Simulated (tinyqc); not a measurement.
# Ballistic Schottky-barrier transistor with a two-dimensional channel, WKB contacts: two studies

Source Fermi level 0, drain Fermi level -Vd. Far from the contacts Ec = pn - psi, and the gate moves psi one to one; the band edges relax as exp(-x/lam) from pn at the source and pn - Vd at the drain; Ev = Ec - Eg. A carrier of energy w inside the channel band meets at a contact a barrier of height D (the contact edge beyond the channel edge): T = 1 for w >= D, else exp(-S), S = 4 lam sqrt(m/C) [sqrt(D - w) - sqrt(w) arctan sqrt((D - w)/w)], C = hbar^2/(2 m0). The two contacts combine as Ts Td/(Ts + Td - Ts Td).

Values chosen for this exercise; channel values close to those of a black phosphorus layer: temperature T = 350 K; band gap Eg = 0.656 eV; barrier for electrons at both contacts pn = 0.41 eV; electron mass mn = 0.16 m0; hole mass mp = 0.16 m0; valleys or subbands g = 1; screening length at the contacts lam = 3.3 nm; drain bias Vd = 0.3 V; band shift psi of the channel by the gate ps = -0.07 V.

Constants: q = 1.602176634e-19 C, kB = 1.380649e-23 J/K, hbar = 1.054571817e-34 J s, h = 6.62607015e-34 J s, m0 = 9.1093837015e-31 kg, Vt = kB T/q, hbar^2/(2 m0) = 0.0380998212 eV nm^2. Results are converted to the units shown.

Each table varies one quantity; the others keep the values above.

## Ambipolar transfer curve

I/W = g (2 q^2/h) int T(w) [N(Es + w) - N(Ed + w)] dw with w the energy of motion along the channel, N(y) = (1/2 pi) sqrt(pi m kB T/C) Fm(-y/kB T), Fm(x) = (1/sqrt(pi)) int_0^infinity u^(-1/2)/(1 + exp(u - x)) du. Electrons: Ds = psi, Dd = psi - Vd, Es = Ec, Ed = Ec + Vd. Holes: Ds = -psi, Dd = Vd - psi, Es = -Ev, Ed = -Ev - Vd. The size of each current is taken; both flow from drain to source and add. The integrals are converged. Swing = d(psi)/d(log10 I).

Ambipolar transfer curve:
```
ps (V)	electrons (uA/um)	holes (uA/um)	I (uA/um)	swing (mV/decade)
-0.2	3.861e-7	43.62	43.62	-288.2
-0.13	3.933e-6	23.42	23.42	-233.7
-0.05	5.580e-5	9.644	9.644	-186.4
0.02	4.280e-4	3.801	3.802	-163.7
0.09	0.001146	1.394	1.396	-160.8
0.16	0.002996	0.5202	0.5232	-168.9
0.23	0.008248	0.2007	0.2090	-184.6
0.3	0.02417	0.06730	0.09147	-117.9
0.37	0.07505	0.006609	0.08166	184.2
0.44	0.2405	6.489e-4	0.2412	140.2
0.51	0.7371	6.371e-5	0.7372	151.4
0.59	2.255	4.490e-6	2.255	181.6
```

I goes from 43.6 through a minimum of 0.0817 (at ps = 0.37 V among the rows listed) to 2.26 uA/um; the exact minimum lies at psi = 0.335 V. Holes carry the left branch and electrons the right. The ratio of the last row to the smallest is 27.6 and of the first row 534, with barriers of 0.41 eV for electrons and 0.246 eV for holes. The steepest swing among the rows is 118 mV/decade, against the thermionic limit 69.4.

## Effect of the screening length

Same model as above.

Results:
```
lam (nm)	current of the holes (uA/um)	share over the barriers (%)	|d psi/d log10| of this current (mV/decade)
0.5	506.2	0.01330	217.2
1.6	80.18	0.08394	196.2
2.6	23.90	0.2816	192.3
3.7	8.830	0.7622	200.7
4.8	4.180	1.610	219.0
6.9	1.582	4.254	272.5
8	1.114	6.041	306.9
```

Estimate the missing row, lam = 5.9 nm.

Computed row:
```
lam (nm)	current of the holes (uA/um)	share over the barriers (%)	|d psi/d log10| of this current (mV/decade)
5.9	2.367	2.843	244.5
```

With this row back in the table: The current falls from 506 to 1.11 uA/um, while the share over the barriers rises from 0.0133 to 6.04 %: the thermionic part does not depend on lam, and a thinner barrier adds tunnelling. The swing goes from 217 through a minimum of 192 (at lam = 2.6 nm among the rows listed) to 307 mV/decade.

Range of the model: No scattering, image-force lowering, channel charge or band-to-band tunnelling; parabolic kappa overstates S deep in the gap.

tinyqc, about 0.3 s, one thread, Intel Xeon 2.30GHz (shared host): `OMP_NUM_THREADS=1 python tinyqc.py 2390101 2390102 out.jsonl`
